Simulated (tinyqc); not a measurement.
Inside a calculation. Model: solid solubility of a dopant against its melt (retrograde solidus), clustering and the electrically active fraction. Computed by tinyqc, a small Python program that keeps every step. Command: `OMP_NUM_THREADS=1 python tinyqc.py 3004851 3004852 out.jsonl retro walk`. One thread of a shared host (Intel(R) Xeon(R) Processor @ 2.30GHz), about 0.01 s of CPU time with the checks. Intermediate numbers are printed to about 5 digits and carried at full precision; extremes and crossings named in words are read from the listed rows.

Inputs (values chosen for the exercise, of the order of those of tin in silicon for the solubility):

| quantity | value | unit |
|---|---|---|
| melting point of the host T_m | 1687 | K |
| heat of melting of the host H_f | 50.2 | kJ/mol |
| interaction L of the melt | 7.2 | kJ/mol |
| enthalpy of transfer from melt to solid H | 0.393 | eV |
| entropy of transfer S | -2.12 | k_B |
| site density N0 | 5e+22 | 1/cm^3 |
| temperature T | 1490 | K |
| total dopant density N_t | 4.1e+20 | 1/cm^3 |
| atoms per cluster m | 3 | - |
| cluster scale N* at 1273 K | 2.5e+20 | 1/cm^3 |
| activation energy E_b of the cluster scale | 0.53 | eV |
| anneal temperature T_a | 1275 | K |
| prefactor of n_i | 3.8e+16 | 1/(cm^3 K^1.5) |
| energy E_i in n_i | 0.6 | eV |
| mobility mu | 70 | cm^2/(V s) |

Clustering: clusters that take up free electrons.

Constants: R = 8.314462618 J/(mol K); k_B = 8.617333262e-05 eV/K; e = 1.602176634e-19 C; N_A = 6.02214076e+23 1/mol.

## Liquidus and solidus at T

x_l and x_s are atom fractions of the dopant in melt and solid; the solid is dilute. Liquidus of the host: R T ln(1 - x_l) + L x_l^2 = -H_f (1 - T/T_m). Distribution: k = x_s/x_l = exp[L (1 - x_l)^2/(R T)] exp(S/k_B - H/(k_B T)), the first factor being the activity coefficient in the melt. Solubility = x_s N0; at T_m x_l = 0.

x_l = 0.44460

distribution coefficient k = 0.0067278

x_s = 0.0029912

solubility = 1.4956e+20 1/cm^3

k at the melting point = 0.013433

k has changed by a factor 0.50 from its value at T_m, while x_l has grown from 0 to 0.445.

## The retrograde maximum

The largest x_s N0 between 900 K and T_m. For an ideal melt with constant heats the maximum has x_l = H_f/(H + H_f), H in the same units.

temperature of the maximum = 1418.3 K

largest solubility = 1.5736e+20 1/cm^3

x_l there = 0.58946

ideal-melt value H_f/(H + H_f) = 0.56969

The maximum lies 269 K below T_m: above it the melt runs out of dopant, below it k falls as exp(-H/(k_B T)).

## The solidus

The formulas are those given above.

Against temperature:

| T (K) | x_l | k | solubility (1/cm^3) | over the maximum |
|---|---|---|---|---|
| 1000 | 0.96159 | 0.001257 | 6.0420e+19 | 0.38395 |
| 1100 | 0.92442 | 0.001908 | 8.8209e+19 | 0.56055 |
| 1200 | 0.86335 | 0.002720 | 1.1743e+20 | 0.74624 |
| 1300 | 0.76718 | 0.003727 | 1.4298e+20 | 0.90862 |
| 1400 | 0.62207 | 0.005046 | 1.5694e+20 | 0.99732 |
| 1500 | 0.42265 | 0.006957 | 1.4703e+20 | 0.93432 |
| 1580 | 0.23953 | 0.009191 | 1.1008e+20 | 0.69954 |
| 1640 | 0.10247 | 0.011385 | 5.8331e+19 | 0.37068 |
| 1675 | 0.02565 | 0.012882 | 1.6518e+19 | 0.10497 |

Between the first rows the Arrhenius energy of the solubility is 0.36 eV, against H = 0.393 eV; it shrinks to zero at 1418 K and turns negative beyond. A crystal saturated at the maximum precipitates dopant-rich liquid on cooling and on heating alike. Below a eutectic or compound temperature another phase would set the limit.

## Active fraction after the anneal

A highly soluble donor (another dopant than that of the solidus) is limited by clustering. Donors N_a are active, and clusters hold m atoms each: N_t = N_a + m C, m C = N* (N_a/N*)^m (n/N*)^m, each atom taking one electron, n = N_a/2 + sqrt(N_a^2/4 + n_i^2), n_i = prefactor x T^1.5 exp(-E_i/(k_B T)), with N*(T) = N*(1273 K) exp[-(E_b/k_B)(1/T - 1/1273)]. Resistivity = 1/(e mu N_a).

N*(T_a) = 2.5190e+20 1/cm^3

active density N_a = 2.3659e+20 1/cm^3

active fraction = 0.57705

resistivity = 0.37687 milliohm cm

Doubling the dose would raise N_a by only 21 %. Caution: this clustering law is a generic form; degeneracy and a doping-dependent mobility are left out.

## Active against total

A highly soluble donor (another dopant than that of the solidus) is limited by clustering. Donors N_a are active, and clusters hold m atoms each: N_t = N_a + m C, m C = N* (N_a/N*)^m (n/N*)^m, each atom taking one electron, n = N_a/2 + sqrt(N_a^2/4 + n_i^2), n_i = prefactor x T^1.5 exp(-E_i/(k_B T)), with N*(T) = N*(1273 K) exp[-(E_b/k_B)(1/T - 1/1273)].

Active density (1/cm^3):

| N_t (1/cm^3) | N_a at T_a | fraction | N_a at T_a + 150 K | N_a at T_a - 150 K |
|---|---|---|---|---|
| 1.00e+19 | 1.0000e+19 | 1.00000 | 1.0000e+19 | 1.0000e+19 |
| 3.00e+19 | 2.9999e+19 | 0.99997 | 3.0000e+19 | 2.9982e+19 |
| 1.00e+20 | 9.9053e+19 | 0.99053 | 9.9917e+19 | 8.8307e+19 |
| 2.00e+20 | 1.7322e+20 | 0.86611 | 1.9556e+20 | 1.2136e+20 |
| 5.00e+20 | 2.5126e+20 | 0.50253 | 3.5174e+20 | 1.5527e+20 |
| 1.00e+21 | 2.9869e+20 | 0.29869 | 4.3920e+20 | 1.7942e+20 |
| 2.00e+21 | 3.4467e+20 | 0.17234 | 5.1659e+20 | 2.0444e+20 |
| 5.00e+21 | 4.0858e+20 | 0.08172 | 6.1886e+20 | 2.4052e+20 |

The exponent d ln N_a/d ln N_t falls from 1.00 to 0.19, towards 1/(2m) = 0.167. At the highest dose a 150 K hotter anneal gives 1.51 times the active density, and a later step 150 K cooler would cut it to 0.59 if it ran to equilibrium: short hot anneals come last.

Checks made by the program: the ideal-melt maximum (relative difference 6e-10).
